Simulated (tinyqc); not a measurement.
MOS capacitor on a p-type substrate, surface potential from the exact charge relation: two steps of the calculation.

Uniform p-type substrate, Boltzmann statistics, full ionisation, classical densities. psi is the surface potential against the body (positive when the bands bend down) and u = psi/Vt. Traps are spread evenly over the gap and neutral at flat band, so their charge is -q Dit psi; the minority quasi-Fermi level is shifted by Vb.

Inputs (values chosen for the exercise); band and dielectric values close to those of silicon: temperature T = 400 K; band gap Eg = 1.1 eV; relative permittivity eps_r = 11.8; conduction-band density of states at T Nc = 4.23e19 cm^-3; valence-band density of states at T Nv = 4.16e19 cm^-3; acceptor density of the substrate N = 3e17 cm^-3; relative permittivity of the gate insulator (close to zirconium oxide) eox = 24.6; insulator thickness tox = 39 nm; fixed charge at the interface, in units of q Nf = 0 cm^-2; density of interface traps Dit = 0 cm^-2 eV^-1; reverse bias of the inversion layer against the body Vb = 1.3 V; gate voltage against the body Vg = 3.42 V.

Constants: q = 1.602176634e-19 C, kB = 1.380649e-23 J/K, Vt = kB T/q, eps0 = 8.8541878128e-14 F/cm where lengths are in cm. Results are converted to the units shown.

Question 1. Newton step for the surface potential. u = psi/Vt; F^2 = exp(-u) + u - 1 + r (exp(u) - u - 1); Qs = -sign(u) Q0 F; Cs = -dQs/dpsi = (Q0/Vt) |1 - exp(-u) + r (exp(u) - 1)|/(2 F). f = Vfb + psi + (q Dit psi - Qs)/Cox - Vg, f' = 1 + (Cs + q Dit)/Cox, psi(new) = psi - f/f'.

psi at the start = 3.9699947 V
Cox = 0.55849492 uF/cm^2
Vfb = -0.54999473 V
Q0 = 58.838641 nC/cm^2
r = 1.1285533e-26

Find: u; F; Qs; Cs; f; f'; psi after iteration 1.

Answer 1.

u = 115.2
F = 1.087e12
Qs = -6.394e13 nC/cm^2
Cs = 9.275e11 uF/cm^2
f = 1.145e11 V
f' = 1.661e12
psi after iteration 1 = 3.901 V

This iterate lies far beyond the solution, so its charge is not a physical one.

Question 2. Charges, field and capacitances at the solution. ni = sqrt(Nc Nv) exp(-Eg/(2 Vt)), Eg in volts; phiF = Vt ln(N/ni); Cox = eps0 eox/tox; Vfb = phiM - chi - (Eg - Vt ln(Nv/N)) - q Nf/Cox; Q0 = sqrt(2 eps0 eps_r q N Vt); r = (ni/N)^2 exp(-Vb/Vt); VT = Vfb + [(2 phiF + Vb)(1 + q Dit/Cox) + sqrt(2 eps0 eps_r q N (2 phiF + Vb))/Cox].

Low frequency: 1/C_LF = 1/Cox + 1/(Cs + q Dit). High frequency, in the simple estimate in which traps and minority carriers do not follow: 1/C_HF = 1/Cox + 1/Cd, Cd being Cs with r = 0 at the same psi. Minority sheet density N_inv = (Q0/(2 q)) int_0^u r (exp(t) - 1)/F(t) dt for u > 0. Oxide field |Qs - q Dit psi + q Nf|/(eps0 eox).

converged psi = 2.2428440 V

Find: Qs; N_inv; oxide field; Cs; C_LF/Cox; C_HF/Cox.

Answer 2.

Qs = -964.60 nC/cm^2
N_inv = 3.1010e12 cm^-2
oxide field = 0.44286 MV/cm
Cs = 10.709 uF/cm^2
C_LF/Cox = 0.95043
C_HF/Cox = 0.16032

The surface is in strong inversion (borders at |psi| = 0, phiF + Vb and 2 phiF + Vb = 2.06 V). Minority carriers make up 51.5 % of Qs.

Computed by the program tinyqc: `OMP_NUM_THREADS=1 python tinyqc.py 2060109 2060110 out.jsonl`, one thread of a shared Intel Xeon 2.30GHz, about 0.01 s for the whole run.
